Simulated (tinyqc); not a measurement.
Three-phonon processes in a diatomic chain: dispersion, energy and momentum conservation, and decay channels of optical phonons: one step, computed by the program tinyqc. Command: `OMP_NUM_THREADS=1 python tinyqc.py 3120006 3120007 out.jsonl threeph walk`. One thread of a shared host (Intel(R) Xeon(R) Processor @ 2.30GHz), about 0.05 s of CPU time with the checks.

Cell length a, two atoms, one spring constant. x = q a/pi runs from -1 to 1; A and O are the acoustic and optical branches. Matrix elements are not computed: only conservation laws and occupation factors are followed.

Task: Dispersion. omega^2 = k (1/m + 1/M) -/+ k sqrt((1/m + 1/M)^2 - 4 sin^2(pi x/2)/(m M)); nu = 15.6333042 THz x sqrt(omega^2) for eV/(angstrom^2 u).

Inputs (values chosen for the exercise, for a model chain): light mass m = 27 u; heavy mass M = 52.9 u; spring constant k = 4.5 eV/angstrom^2.

Constants: nu for 1 eV/(angstrom^2 u) = 15.6333042 THz.

Give: the table «Branches» with the columns nu_A (THz), nu_O (THz), for x = 0.10, 0.20, 0.35, 0.50, 0.65, 0.80, 0.90, 1.00.

Result:

Branches:
```
x     nu_A (THz)  nu_O (THz)
0.10      0.8231      11.062
0.20      1.6394      10.971
0.35      2.8357      10.724
0.50      3.9738      10.356
0.65      5.0157       9.894
0.80      5.8880       9.401
0.90      6.2929       9.135
1.00      6.4483       9.026
```
